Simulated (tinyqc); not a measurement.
Hubbard chain of 6 sites, step by step. Computed by tinyqc, a small Python program that keeps every step. Settings: hopping = 1.33, U = 2.3, mixing = 1, iteration cap = 65. Command: `OMP_NUM_THREADS=1 python tinyqc.py 31573 31574 out.jsonl` (the two numbers bound the seeds that draw the settings). One thread of a shared host (Intel(R) Xeon(R) Processor @ 2.60GHz), about 0.2 s of CPU time with the checks. Later iterations appear only in the table of the cycle.

## Mean-field iteration 1

one-body matrix (hopping and site energies) (eV), order 1, 2, 3, 4, 5, 6:
```
[[-0.2100, -1.3300, 0.0000, 0.0000, 0.0000, 0.0000],
 [-1.3300, -0.4700, -1.3300, 0.0000, 0.0000, 0.0000],
 [0.0000, -1.3300, 0.3400, -1.3300, 0.0000, 0.0000],
 [0.0000, 0.0000, -1.3300, 0.2200, -1.3300, 0.0000],
 [0.0000, 0.0000, 0.0000, -1.3300, -0.8600, -1.3300],
 [0.0000, 0.0000, 0.0000, 0.0000, -1.3300, 0.2300]]
```

U = 2.3000 eV

electrons, up and down: [3, 3]

mixing = 1

n(up) at the start (a guess, not normalised): [0.5500, 0.4500, 0.5500, 0.4500, 0.5500, 0.4500]

n(down) at the start (a guess): [0.4500, 0.5500, 0.4500, 0.5500, 0.4500, 0.5500]

H(up) = T + U n(down), H(down) = T + U n(up); fill the lowest levels; n(new) = n + mixing (n(out) - n); E = tr T (rho up + rho down) + U sum n_up n_down of the output.

levels, up (eV): [-1.4247, -0.8791, 0.5749, 1.7884, 2.5530, 3.5375]

levels, down (eV): [-1.4027, -0.8694, 0.6155, 1.7453, 2.5216, 3.5397]

energy = -6.6841 eV

n(up) after iteration 1: [0.5832, 0.5068, 0.5322, 0.4122, 0.6825, 0.2830]

n(down) after iteration 1: [0.4508, 0.5785, 0.4394, 0.5133, 0.6191, 0.3989]

## Mean-field iteration 2

As before.

levels, up (eV): [-1.3388, -0.7937, 0.5178, 1.6700, 2.5564, 3.5382]

levels, down (eV): [-1.3483, -0.7846, 0.5145, 1.6815, 2.5468, 3.5401]

energy = -6.6995 eV

n(up) after iteration 2: [0.5615, 0.4990, 0.5021, 0.4416, 0.5888, 0.4070]

n(down) after iteration 2: [0.4140, 0.5728, 0.4025, 0.5442, 0.5229, 0.5436]

## Mean-field iteration 3

As before.

levels, up (eV): [-1.3873, -0.8439, 0.5229, 1.7646, 2.5757, 3.5180]

levels, down (eV): [-1.3853, -0.8179, 0.5773, 1.7238, 2.5380, 3.5142]

energy = -6.7060 eV

n(up) after iteration 3: [0.6094, 0.4868, 0.5493, 0.3998, 0.6611, 0.2937]

n(down) after iteration 3: [0.4531, 0.5645, 0.4492, 0.5098, 0.5946, 0.4288]

## Convergence

Each step fills the lowest levels of T + U n(other spin) and sets n(new) = n + mixing (n(out) - n); stop when output and input agree to 1e-8.

Course of the cycle:
```
iteration     E (eV)  largest |n(out) - n(in)|  mean |n_up - n_down|
1          -6.684100                  1.69e-01                0.0962
2          -6.699535                  1.45e-01                0.1043
3          -6.706042                  1.15e-01                0.1076
4          -6.707390                  1.10e-01                0.1169
5          -6.708607                  9.23e-02                0.1205
6          -6.708499                  9.57e-02                0.1299
7          -6.709329                  8.28e-02                0.1334
8          -6.709644                  8.89e-02                0.1429
9          -6.711005                  8.02e-02                0.1461
10         -6.712061                  8.37e-02                0.1555
11         -6.714010                  7.81e-02                0.1585
...              ...                       ...                   ...
55         -6.738413                  1.42e-04                0.2417
56         -6.738413                  1.27e-04                0.2417
57         -6.738413                  1.00e-04                0.2417
58         -6.738413                  8.92e-05                0.2417
59         -6.738413                  7.04e-05                0.2417
60         -6.738413                  6.27e-05                0.2418
61         -6.738413                  4.95e-05                0.2418
62         -6.738413                  4.41e-05                0.2418
63         -6.738413                  3.48e-05                0.2418
64         -6.738413                  3.10e-05                0.2418
65         -6.738413                  2.45e-05                0.2418
```

Not converged within 65 iterations: the residual falls steadily but slowly, by a factor of about 0.83 a step. The lowest mean-field energy found from random starts is -6.73841 eV. Reruns (cap 100 unless said): mixing 0.2: not converged; mixing 0.5: not converged; mixing 0.9: not converged; the original settings with a cap of 400: converged in 110 (E = -6.73841).

## Exact diagonalisation (400 states)

Lowest levels of the sector, and the double occupancy of the lowest state.

lowest levels (eV): [-7.2627, -6.4721, -5.6151, -5.5086, -5.3814, -4.9603]

double occupancy per site = 0.1755

## The lowest level by Lanczos steps

From a random start vector (not printed): a_j = <q_j|H|q_j>, b_j = norm of the remainder after orthogonalising; the Ritz value is the lowest eigenvalue of the tridiagonal matrix of a and b so far.

Lanczos:
```
j   a_j (eV)  b_j (eV)  lowest Ritz value (eV)
1     0.6666    5.2131                0.666579
2    -0.0253    5.1804               -4.903933
3     2.6411    4.4826               -6.637959
4     2.5850    4.5463               -7.062702
5     2.7647    4.5625               -7.194976
6     3.0392    4.7136               -7.240132
7     4.6066    5.1463               -7.254396
8     4.3493    4.7989               -7.259193
9     2.7911    4.9463               -7.260906
10    2.5285    4.8759               -7.261778
```
